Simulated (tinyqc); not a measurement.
Width of the well: quantum-confined Stark effect in a modulator well.

Envelopes on cells of 0.5 angstrom over the well |z| < L/2 and 45 angstrom of barrier on each side, psi = 0 beyond, psi'/m continuous (mean mass between points), c = hbar^2/2m0. The electron sees + e F z and the hole - e F z, each with its offset in the barriers; 1 kV/cm = 1e-5 eV/angstrom. Light holes, band mixing and escape by tunnelling are left out.

Exciton: in-plane function exp(-rho/lam), 1/mu = 1/me + 1/mp, E(lam) = c/(mu lam^2) - (q/eps) times the integral over k of Fm(k)(1 + (k lam/2)^2)^(-3/2), Fm(k) the double integral of psi_e^2 psi_h^2 exp(-k |z - z'|), q = e^2/(4 pi eps0); binding Eb = -E at the minimum. Line at Eg + E_e + E_h - Eb, strength proportional to overlap^2/lam^2.

Constants: hbar^2/2m0 = 3.80998211 eV angstrom^2; e^2/(4 pi eps0) = 14.39964547 eV angstrom; hc = 1239.841984 eV nm.

Values chosen for the exercise (near those of a GaAs well in AlGaAs; not measured data): Vc = 0.248 eV (conduction offset); Vv = 0.143 eV (heavy-hole offset); me = 0.069 m0 (electron, well); meb = 0.0951 m0 (electron, barrier); mh = 0.367 m0 (heavy hole along z, well); mhb = 0.384 m0 (heavy hole, barrier); Eg = 1.403 eV (gap of the well); mp = 0.155 m0 (heavy hole in the plane); eps = 12.3 (dielectric constant); Ls = (50, 66, 84, 104, 126, 150, 170) angstrom (widths); F_L = 65 kV/cm (field for this table).

Zero-field line, its shift at F_L and the relative strength.

Results:
```
L (angstrom)  line at F = 0 (nm)  Eb (meV)  shift (meV)  relative strength  shift x strength (meV)
50                         832.6     10.58        -1.63              0.955                    1.55
66                         848.8     10.05        -3.12              0.879                    2.74
84                         860.0      9.51        -5.88              0.714                    4.20
104                        867.6      8.98       -10.46              0.465                    4.87
126                        872.8      8.48       -17.30              0.229                    3.97
150                        876.5      8.01       -26.70              0.083                    2.22
170                        878.6      7.67       -35.82              0.030                    1.09
```

What can be read from this table?

The shift grows with exponent 2.34 in L over the first two rows and 2.35 over the last two, against 4 for hard walls at second order; leakage lowers it in narrow wells and saturation in wide ones. The strength falls from 0.95 to 0.03, and the product of the two is largest at 104 angstrom.

Computed by tinyqc, a small Python program: `OMP_NUM_THREADS=1 python tinyqc.py 1252581 1252582 out.jsonl` (the numbers bound the seed that draws the inputs); one thread of a shared host (Intel(R) Xeon(R) Processor @ 2.30GHz), about 0.1 s for the whole set of steps.
